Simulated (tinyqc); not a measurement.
Inversion-layer mobility, back-scattering and ballistic limit of a field-effect transistor: one step, computed by the program tinyqc.

The charge at the top of the source barrier is fixed by the gate; series resistance and short-channel effects are left out. F_j are Fermi integrals normalised to exp(eta) in the classical limit.

Task: Effective mobility. mu_phonon = mu_ph (E_eff/1 MV/cm)^(-0.3) (T/300 K)^(-1.75); mu_rough = mu_sr (E_eff/1 MV/cm)^(-2); mu_Coulomb = mu_C (N_inv/1e12 cm^-2) (T/300 K); Matthiessen's rule adds 1/mu.

Inputs (values chosen for the exercise, modelled on a silicon n-channel):

| quantity | value | unit |
|---|---|---|
| phonon mobility at 1 MV/cm and 300 K, mu_ph | 350 | cm^2/(V s) |
| roughness mobility at 1 MV/cm, mu_sr | 1700 | cm^2/(V s) |
| Coulomb mobility at N_inv = 1e12/cm^2, mu_C | 630 | cm^2/(V s) |
| temperature T | 200 | K |

Statistics at the top of the barrier: Fermi-Dirac.

inversion density N_inv = 6.825041e+12 1/cm^2

effective field E_eff = 0.8061644 MV/cm

Give: phonon part; roughness part; Coulomb part; effective mobility mu.

Result:

phonon part = 759.1 cm^2/(V s)

roughness part = 2616 cm^2/(V s)

Coulomb part = 2867 cm^2/(V s)

effective mobility mu = 488.2 cm^2/(V s)

The phonon part is the lowest and holds 64 % of 1/mu.
